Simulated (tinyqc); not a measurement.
Read current of a NAND string, cells in series solved by shooting: course of the secant iteration.

Cells in series, numbered from 0 at the source line (0 V) to the bit line, each followed by a gap resistance Rg. A cell with gate Vg, threshold VT, source Vs and drain Vd passes I = 2 nf K Vt^2 [F(Vs) - F(Vd)]/(1 + th max(Vg - VT, 0)), F(V) = ln^2(1 + exp((Vg - VT - nf V)/(2 nf Vt))). The selected cell has Vg = Vr, the others Vg = Vp.

For a trial current I start at 0 V and, cell by cell (the selected one is cell 2), solve for the drain: sqrt(F(Vd)) = sqrt(F(Vs) - I/k), k = 2 nf K Vt^2/(1 + th max(Vg - VT, 0)), Vd = [Vg - VT - 2 nf Vt ln(exp(sqrt F) - 1)]/nf, then add I Rg.

Secant steps on the end voltage less Vbl, from the two trials; a trial above the saturation current of a cell has no solution and is moved halfway to the previous trial. Stop below 1e-9 V.

Parameters, values chosen for the exercise; values of the order met in vertical NAND strings: temperature T = 300 K; gain factor of a cell K = 20 uA/V^2; slope factor nf = 1.5; mobility reduction factor th = 0.03 1/V; resistance of the gap between cells Rg = 27 kohm; bit-line voltage Vbl = 0.3 V; pass voltage Vp = 8 V; read voltage on the selected word line Vr = 2.89 V.

Constants: q = 1.602176634e-19 C, kB = 1.380649e-23 J/K, Vt = kB T/q. Results are converted to the units shown.

thresholds from the source end, cell 0 to 3 (V): [3.9, 3.9, 2, -1.8]
first trial current = 0.76 uA
second trial current = 1.2 uA

Course of the iteration:

| iteration | I (uA) | end voltage - Vbl (V) | halvings |
|---|---|---|---|
| 1 | 1.36076 | 3.05e-3 | 0 |
| 2 | 1.34869 | -7.30e-5 | 0 |
| 3 | 1.34897 | -1.46e-7 | 0 |
| 4 | 1.34897 | 6.97e-12 | 0 |

Did this iteration meet its convergence test, and what does its course show?

Yes. Converged in 4 iterations to I = 1.3490 uA. The selected cell takes 35.9 % of the bit-line voltage and the gaps together 48.6 %.

Numbers from tinyqc (`OMP_NUM_THREADS=1 python tinyqc.py 2142264 2142265 out.jsonl`; about 0.6 s on one thread of a shared Intel Xeon 2.30GHz).
